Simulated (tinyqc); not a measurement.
p-n diode with diffusion and depletion-layer recombination: currents and ideality against junction voltage.

Abrupt junction in the depletion approximation, low injection, full ionisation, neutral widths fixed, ohmic contact on the p side. Vj is the junction voltage; where a series resistance Rs is given, V = Vj + J Rs is the terminal voltage.

ni = sqrt(Nc Nv) exp(-Eg/(2 Vt)), Eg in volts; D = mu Vt; Ln = sqrt(Dn tn), Lp = sqrt(Dp tp); J0n = q ni^2 Dn coth(wp/Ln)/(Ln Na); J0p = (q ni^2 Dp/(Lp Nd)) (s + tanh(wn/Lp))/(1 + s tanh(wn/Lp)), s = Sp Lp/Dp. J_diff = (J0n + J0p)(exp(Vj/Vt) - 1). Vbi = Vt ln(Na Nd/ni^2), W = sqrt(2 eps0 eps_r (Vbi - Vj)(1/Na + 1/Nd)/q), xp = W Nd/(Na + Nd), xn = W Na/(Na + Nd); u(x) = q Na (x + xp)^2/(2 eps0 eps_r) for x < 0 and Vbi - Vj - q Nd (xn - x)^2/(2 eps0 eps_r) for x > 0; p = Na exp(-u/Vt), n = Nd exp((u - Vbi + Vj)/Vt); U = ni^2 (exp(Vj/Vt) - 1)/(tp (n + ni exp(Et/Vt)) + tn (p + ni exp(-Et/Vt))); J_scr = q times the integral of U from -xp to xn. J = J_diff + J_scr. Ideality = (1/Vt) dVj/d ln J or (1/Vt) dV/d ln J; last column ni^2 exp(Vj/Vt)/N^2.

Values chosen for this exercise; band and dielectric values close to those of silicon: temperature T = 250 K; band gap Eg = 1.14 eV; relative permittivity eps_r = 11.5; conduction-band density of states at T Nc = 2.16e19 cm^-3; valence-band density of states at T Nv = 2.04e19 cm^-3; acceptor density Na = 4.4e16 cm^-3; donor density Nd = 1.7e15 cm^-3; electron mobility in the p side mun = 930 cm^2/(V s); hole mobility in the n side mup = 470 cm^2/(V s); electron lifetime tn = 4e-6 s; hole lifetime tp = 7e-8 s; neutral width of the p side wp = 0.76 um; neutral width of the n side wn = 0.84 um; recombination velocity at the n contact Sp = 1e7 cm/s; series resistance Rs = 0.00044 ohm cm^2; trap level above the intrinsic level Et = -0.05 eV.

Constants: q = 1.602176634e-19 C, kB = 1.380649e-23 J/K, Vt = kB T/q, eps0 = 8.8541878128e-14 F/cm where lengths are in cm. Results are converted to the units shown.

Result of one run:

| Vj (V) | J_diff (A/cm^2) | J_scr (A/cm^2) | J (A/cm^2) | V (V) | ideality against Vj | ideality against V | minority/doping, lighter side |
|---|---|---|---|---|---|---|---|
| 0.38 | 2.572e-6 | 5.717e-7 | 3.144e-6 | 0.3800 | 1.090 | 1.090 | 7.282e-8 |

What becomes of these results when the junction voltage at which recombination is evaluated Vj is changed from 0.38 to 0.5 V, all else the same?

Result of the changed run:

| Vj (V) | J_diff (A/cm^2) | J_scr (A/cm^2) | J (A/cm^2) | V (V) | ideality against Vj | ideality against V | minority/doping, lighter side |
|---|---|---|---|---|---|---|---|
| 0.5 | 6.752e-4 | 1.313e-5 | 6.883e-4 | 0.5000 | 1.008 | 1.008 | 1.911e-5 |

The whole series:

| Vj (V) | J_diff (A/cm^2) | J_scr (A/cm^2) | J (A/cm^2) | V (V) | ideality against Vj | ideality against V | minority/doping, lighter side |
|---|---|---|---|---|---|---|---|
| 0.2 | 6.049e-10 | 5.440e-9 | 6.045e-9 | 0.2000 | 1.535 | 1.535 | 1.712e-11 |
| 0.26 | 9.800e-9 | 2.733e-8 | 3.713e-8 | 0.2600 | 1.485 | 1.485 | 2.774e-10 |
| 0.32 | 1.588e-7 | 1.256e-7 | 2.843e-7 | 0.3200 | 1.253 | 1.253 | 4.495e-9 |
| 0.38 | 2.572e-6 | 5.717e-7 | 3.144e-6 | 0.3800 | 1.090 | 1.090 | 7.282e-8 |
| 0.44 | 4.168e-5 | 2.673e-6 | 4.435e-5 | 0.4400 | 1.027 | 1.027 | 1.180e-6 |
| 0.5 | 6.752e-4 | 1.313e-5 | 6.883e-4 | 0.5000 | 1.008 | 1.008 | 1.911e-5 |
| 0.56 | 0.01094 | 6.798e-5 | 0.01101 | 0.5600 | 1.003 | 1.003 | 3.097e-4 |
| 0.62 | 0.1772 | 3.166e-4 | 0.1775 | 0.6201 | 1.001 | 1.005 | 0.005017 |
| 0.67 | 1.805 | 6.454e-4 | 1.806 | 0.6708 | 1.000 | 1.037 | 0.05110 |

The ideality against Vj falls from 1.53 to 1.00. Diffusion overtakes recombination in the layer between Vj = 0.26 and 0.32 V. J_scr alone has an ideality of 1.73 between the first two rows and 3.26 between the last two.

Computed by the program tinyqc: `OMP_NUM_THREADS=1 python tinyqc.py 2260016 2260017 out.jsonl`, one thread of a shared Intel Xeon 2.30GHz, about 0.01 s for the whole run.
